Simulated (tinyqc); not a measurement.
# AlGaN/GaN HEMT with access regions, lumped model: effects of single changes

A polarisation-induced electron sheet under a Schottky gate, in series with two ungated access regions and contacts. Drift law v = mu E/(1 + mu E/vs) under the gate. Currents in mA/mm, resistances in ohm mm. No self-heating, no channel-length modulation; fits for polarisation, barrier and offset are chosen for the exercise.

Parameters, values chosen for the exercise; values close to those of AlGaN/GaN structures: aluminium share of the barrier x = 0.3; barrier thickness d = 18 nm; relative permittivity of barrier and channel eps_r = 9.4; channel mobility mu = 1600 cm^2/(V s); saturation velocity vs = 1.4e7 cm/s; gate length Lg = 0.15 um; source access length Ls = 1 um; drain access length Ld = 2 um; resistance of each contact Rc = 0.33 ohm mm; share of the drain-access electrons removed by traps ft = 0; gate voltage Vg = 0 V.

Constants: q = 1.602176634e-19 C, eps0 = 8.8541878128e-14 F/cm where lengths are in cm. Results are converted to the units shown.

Each table varies one quantity; the others keep the values above.

## Effect of the share of the drain-access electrons removed by traps

sigma = (5e13 x + 1.6e13 x^2) cm^-2, phiB = 0.84 + 1.3 x, dEc = 0.7 (1.71 x + x^2) in volts, Cb = eps0 eps_r/d, VT = phiB - dEc - q sigma/Cb, access density n0 = -Cb VT/q. Access resistance R(L, n) = L/(q mu n sqrt(1 - (I/(q n vs))^2)); Rs = Rc + R(Ls, n0), Rd = Rc + R(Ld, (1 - ft) n0). Vg' = Vg - I Rs, Vd' = Vd - I (Rs + Rd); with u = Vg' - VT, Vc = vs Lg/mu and w the smaller of Vd' and Vc [sqrt(1 + 2 u/Vc) - 1] (0 if negative), the channel gives (mu Cb/Lg)(u w - w^2/2)/(1 + w/Vc). I equals that channel current. Isat is I at Vd = 10 V, gm = dIsat/dVg, Ron the limit of Vd/I at small Vd.

The same in every row: VT (V) = -4.889; n0 (cm^-2) = 1.411e13.

Effect of the share of the drain-access electrons removed by traps:
```
ft	Ron (ohm mm)	Isat (mA/mm)	gm (mS/mm)
0	1.531	1821	382.2
0.1	1.592	1821	382.2
0.2	1.669	1821	382.2
0.3	1.768	1821	382.2
0.4	1.900	1821	382.2
0.5	2.084	1548	1.421
0.6	2.360	1241	0.3152
0.7	2.821	932.1	0.08782
```

As ft goes from 0 to 0.7, Ron rises from 1.53 to 2.82 ohm mm, Isat falls from 1820 to 932 mA/mm and gm falls from 382 to 0.0878 mS/mm. The ceiling Cb vs is 647 mS/mm. In every row the power passes 5 W/mm, where self-heating, left out here, lowers the current. For ft = 0.5 to 0.7 the gated channel is not yet saturated at 10 V, because the access regions take the voltage, and gm drops.

## Output curve without and with trapping

Same model as above.

The two columns take ft = 0 and ft = 0.3; collapse = 1 - (second)/(first).

Output curve without and with trapping:
```
Vd (V)	I, ft = 0 (mA/mm)	I, ft = 0.3 (mA/mm)	collapse (%)
0.25	162.8	141.0	13.39
0.5	324.2	280.7	13.42
1	639.0	552.0	13.61
2	1212	1039	14.29
3	1652	1418	14.18
4	1821	1675	8.01
6	1821	1821	0.00
8	1821	1821	0.00
12	1821	1821	0.00
```

What does the table show?

Without trapping the current rises from 163 to 1820 mA/mm and first comes within 2 % of its last value at Vd = 4 V among the rows; with trapping that knee lies at 6 V. The collapse is 13 % in the first row, at most 14 % and 0 % in the last: once the gated channel saturates, the drain access only takes spare voltage. For Vd = 4 to 12 V the power passes 5 W/mm, where self-heating, left out here, lowers the current.

## Effect of the gate voltage

Same model as above.

The same in every row: VT (V) = -4.889; n0 (cm^-2) = 1.411e13.

Effect of the gate voltage:
```
Vg (V)	Ron (ohm mm)	Isat (mA/mm)	gm (mS/mm)
-4.5	2.011	91.23	311.9
-3.6	1.647	409.2	376.5
-2.8	1.587	717.6	392.2
-1.9	1.557	1074	397.7
-1.1	1.543	1392	395.8
-0.2	1.533	1744	385.8
0.6	1.526	2046	367.6
1.5	1.521	2362	331.1
```

Read the table: what changes, and by how much?

As Vg goes from -4.5 to 1.5 V, Ron falls from 2.01 to 1.52 ohm mm, Isat rises from 91.2 to 2360 mA/mm and gm goes from 312 through a maximum of 398 (at Vg = -1.9 V among the rows listed) to 331 mS/mm. The ceiling Cb vs is 647 mS/mm. For Vg = -2.8 to 1.5 V the power passes 5 W/mm, where self-heating, left out here, lowers the current. At Vg = 1.5 V Vg comes within 0.2 V of phiB or passes it, so at low drain current, as for Ron, the Schottky gate would conduct.

tinyqc, about 0.04 s, one thread, Intel Xeon 2.30GHz (shared host): `OMP_NUM_THREADS=1 python tinyqc.py 2570160 2570161 out.jsonl`
